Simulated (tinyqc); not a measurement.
# AlGaN/GaN HEMT with access regions, lumped model: effects of single changes

A polarisation-induced electron sheet under a Schottky gate, in series with two ungated access regions and contacts. Drift law v = mu E/(1 + mu E/vs) under the gate. Currents in mA/mm, resistances in ohm mm. No self-heating, no channel-length modulation; fits for polarisation, barrier and offset are chosen for the exercise.

Values chosen for this exercise; values close to those of AlGaN/GaN structures: aluminium share of the barrier x = 0.32; barrier thickness d = 20 nm; relative permittivity of barrier and channel eps_r = 9.4; channel mobility mu = 1500 cm^2/(V s); saturation velocity vs = 1.3e7 cm/s; gate length Lg = 0.15 um; source access length Ls = 1.5 um; drain access length Ld = 16 um; resistance of each contact Rc = 0.31 ohm mm; share of the drain-access electrons removed by traps ft = 0; gate voltage Vg = 0.5 V.

Constants: q = 1.602176634e-19 C, eps0 = 8.8541878128e-14 F/cm where lengths are in cm. Results are converted to the units shown.

Each table varies one quantity; the others keep the values above.

## Effect of the share of the drain-access electrons removed by traps

sigma = (5e13 x + 1.6e13 x^2) cm^-2, phiB = 0.84 + 1.3 x, dEc = 0.7 (1.71 x + x^2) in volts, Cb = eps0 eps_r/d, VT = phiB - dEc - q sigma/Cb, access density n0 = -Cb VT/q. Access resistance R(L, n) = L/(q mu n sqrt(1 - (I/(q n vs))^2)); Rs = Rc + R(Ls, n0), Rd = Rc + R(Ld, (1 - ft) n0). Vg' = Vg - I Rs, Vd' = Vd - I (Rs + Rd); with u = Vg' - VT, Vc = vs Lg/mu and w the smaller of Vd' and Vc [sqrt(1 + 2 u/Vc) - 1] (0 if negative), the channel gives (mu Cb/Lg)(u w - w^2/2)/(1 + w/Vc). I equals that channel current. Isat is I at Vd = 10 V, gm = dIsat/dVg, Ron the limit of Vd/I at small Vd.

The same in every row: VT (V) = -5.990; n0 (cm^-2) = 1.556e13.

Effect of the share of the drain-access electrons removed by traps:

| ft | Ron (ohm mm) | Isat (mA/mm) | gm (mS/mm) |
|---|---|---|---|
| 0 | 5.338 | 1627 | 10.94 |
| 0.1 | 5.813 | 1492 | 6.477 |
| 0.2 | 6.408 | 1350 | 3.888 |
| 0.3 | 7.172 | 1201 | 2.329 |
| 0.4 | 8.191 | 1045 | 1.370 |
| 0.5 | 9.617 | 884.3 | 0.7764 |
| 0.6 | 11.76 | 717.8 | 0.4116 |
| 0.7 | 15.32 | 546.0 | 0.1942 |

What does the comparison show, and why?

As ft goes from 0 to 0.7, Ron rises from 5.34 to 15.3 ohm mm, Isat falls from 1630 to 546 mA/mm and gm falls from 10.9 to 0.194 mS/mm. The ceiling Cb vs is 541 mS/mm. In every row the power passes 5 W/mm, where self-heating, left out here, lowers the current. In every row the gated channel is not yet saturated at 10 V, because the access regions take the voltage, and gm drops.

## Effect of the source access length

Same model as above.

The same in every row: VT (V) = -5.990; n0 (cm^-2) = 1.556e13.

Effect of the source access length:

| Ls (um) | Ron (ohm mm) | Isat (mA/mm) | gm (mS/mm) |
|---|---|---|---|
| 0.1 | 4.963 | 1725 | 7.751 |
| 0.3 | 5.017 | 1710 | 8.138 |
| 0.6 | 5.097 | 1689 | 8.758 |
| 1 | 5.204 | 1661 | 9.664 |
| 1.5 | 5.338 | 1627 | 10.94 |
| 2.5 | 5.605 | 1562 | 14.12 |
| 4 | 6.006 | 1472 | 21.17 |

Read the table: what changes, and by how much?

As Ls goes from 0.1 to 4 um, Ron rises from 4.96 to 6.01 ohm mm, Isat falls from 1720 to 1470 mA/mm and gm rises from 7.75 to 21.2 mS/mm. The ceiling Cb vs is 541 mS/mm. In every row the power passes 5 W/mm, where self-heating, left out here, lowers the current. In every row the gated channel is not yet saturated at 10 V, because the access regions take the voltage, and gm drops.

## Output curve without and with trapping

Same model as above.

The two columns take ft = 0 and ft = 0.3; collapse = 1 - (second)/(first).

Output curve without and with trapping:

| Vd (V) | I, ft = 0 (mA/mm) | I, ft = 0.3 (mA/mm) | collapse (%) |
|---|---|---|---|
| 0.25 | 46.83 | 34.85 | 25.57 |
| 0.5 | 93.61 | 69.68 | 25.57 |
| 1 | 187.0 | 139.2 | 25.57 |
| 2 | 372.1 | 276.9 | 25.59 |
| 3 | 553.7 | 411.8 | 25.63 |
| 4 | 730.4 | 542.7 | 25.70 |
| 6 | 1064 | 788.6 | 25.87 |
| 8 | 1364 | 1009 | 26.06 |
| 12 | 1850 | 1364 | 26.25 |

Without trapping the current rises from 46.8 to 1850 mA/mm and first comes within 2 % of its last value at Vd = 12 V among the rows; with trapping that knee lies at 12 V. The collapse is 26 % in the first row, at most 26 % and 26 % in the last. For Vd = 6 to 12 V the power passes 5 W/mm, where self-heating, left out here, lowers the current.

tinyqc, about 0.03 s, one thread, Intel Xeon 2.30GHz (shared host): `OMP_NUM_THREADS=1 python tinyqc.py 2570057 2570058 out.jsonl`
